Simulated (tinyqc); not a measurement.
Surface orientation and number of bands: six-band hole subbands of a thin body in a field.

Basis X, Y, Z times spin, hole energies counted downwards from the unstrained edge (the hydrostatic shift is left out), c = hbar^2/2m0. For a symmetric tensor T let C(T) have C_XX = L Txx + M (Tyy + Tzz), C_XY = N Txy (cyclic), L = c (g1 + 4 g2), M = c (g1 - 2 g2), N = 6 c g3. k = q + kz n, n the unit normal, q = k1 u + k2 v with u along the channel [1-10] and v = n x u. H = C(k k^T) + (Dso/3)(1 - L.sigma) - B + e F z with (L_k)_ij = -i epsilon_kij; B is the block C built from the traceless strain with 2b, -b and sqrt(3) d in place of L, M, N. Strain: exx = eyy = (s11 + s12) sx/2, ezz = s12 sx, exy = -s44 sx/4. Hard walls at z = 0 and t; basis sin(j pi z/t), j = 1 to Nz: kz^2 = (j pi/t)^2, kz = -i D with D_jl = 4 j l/(t (j^2 - l^2)), z_jj = t/2 and z_jl = -8 t j l/(pi (j^2 - l^2))^2 for j + l odd; 1 MV/cm = 0.01 eV/angstrom.

Nz = 14. E1 is the top subband at q = 0, gap the distance to the next pair, and the masses are c q^2/(E(q) - E1) at |q| = 0.02 1/angstrom (mean of the spin pair) along the channel [1-10] and across it in the plane; a dash marks a band that does not rise.

Constants: hbar^2/2m0 = 3.80998211 eV angstrom^2.

Inputs chosen for the exercise (near those of a p-type Si channel; the results hold for these values, not for the real material):
```
symbol  value                 unit      meaning
g1      4.29                            Luttinger gamma1
g2      0.34                            gamma2
g3      1.44                            gamma3
Dso     0.044                 eV        spin-orbit splitting
b       -2.07                 eV        tetragonal potential
d       -4.88                 eV        trigonal potential
S       (7.59, -2.17, 12.52)  1/TPa     compliances s11, s12, s44
t       30                    angstrom  body thickness
F       0.2                   MV/cm     field across the body
sx      0                     GPa       stress along the channel [1-10], negative in compression
```

Three faces, six bands; and four bands, with Dso set to 1000 eV.

Results:
```
case           E1 (meV)  gap (meV)  m channel  m across
(001) 6 bands     180.6       23.7      0.374     0.374
(001) 4 bands     180.6       56.9      0.302     0.302
(110) 6 bands      52.8       43.8      0.114     0.277
(110) 4 bands     103.5      210.7      0.150     0.275
(111) 6 bands      88.3       28.1      0.279     0.280
(111) 4 bands      88.3      177.6      0.184     0.184
```

With six bands the top subband is shallowest on (110) (52.8 meV) and deepest on (001). The lightest channel mass is on (110) (0.114 m0). Dropping the split-off band moves E1 by 0.0, 50.7 and 0.0 meV and the gap by 33.2, 166.9 and 149.5 meV on the three faces, with Dso = 44 meV.

tinyqc: `OMP_NUM_THREADS=1 python tinyqc.py 1251138 1251139 out.jsonl`; about 0.4 s, one thread, shared Intel(R) Xeon(R) Processor @ 2.30GHz.
